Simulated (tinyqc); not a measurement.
Configuration-coordinate model of a defect: Huang-Rhys factor and luminescence line shape: one step, computed by the program tinyqc.

Ground state E_g(Q) = (1/2) omega_g^2 Q^2; excited state E_e(Q) = E_0 + (1/2) omega_e^2 (Q - dQ)^2 with omega_e = omega_g and E_0 = E_ZPL. Q is mass-weighted; the dipole does not depend on Q (Condon approximation).

Problem. Emission lines at zero temperature. From the lowest excited level the line to ground level n lies at E_ZPL - n hbar omega_g with Franck-Condon weight exp(-S) S^n/n!; the emitted intensity carries a further factor E^3. S = S_g; up to eleven lines, of positive energy only, from n = max(0, integer part of S - 5).

Inputs (values chosen for the exercise, for a model defect): zero-phonon energy E_ZPL = 0.575 eV; ground-state phonon hbar omega_g = 36.2 meV.

Modes: equal frequencies in both states.

S_g = 1.691398

Give: Lines.

Solution.

Lines:

| n | energy (eV) | weight | intensity / largest |
|---|---|---|---|
| 0 | 0.5750 | 1.8426e-01 | 7.1858e-01 |
| 1 | 0.5388 | 3.1166e-01 | 1.0000e+00 |
| 2 | 0.5026 | 2.6357e-01 | 6.8644e-01 |
| 3 | 0.4664 | 1.4860e-01 | 3.0927e-01 |
| 4 | 0.4302 | 6.2836e-02 | 1.0263e-01 |
| 5 | 0.3940 | 2.1256e-02 | 2.6669e-02 |
| 6 | 0.3578 | 5.9921e-03 | 5.6303e-03 |
| 7 | 0.3216 | 1.4479e-03 | 9.8789e-04 |
| 8 | 0.2854 | 3.0611e-04 | 1.4598e-04 |
| 9 | 0.2492 | 5.7529e-05 | 1.8263e-05 |
| 10 | 0.2130 | 9.7304e-06 | 1.9289e-06 |

The weight peaks at n = 1 and the intensity at n = 1.
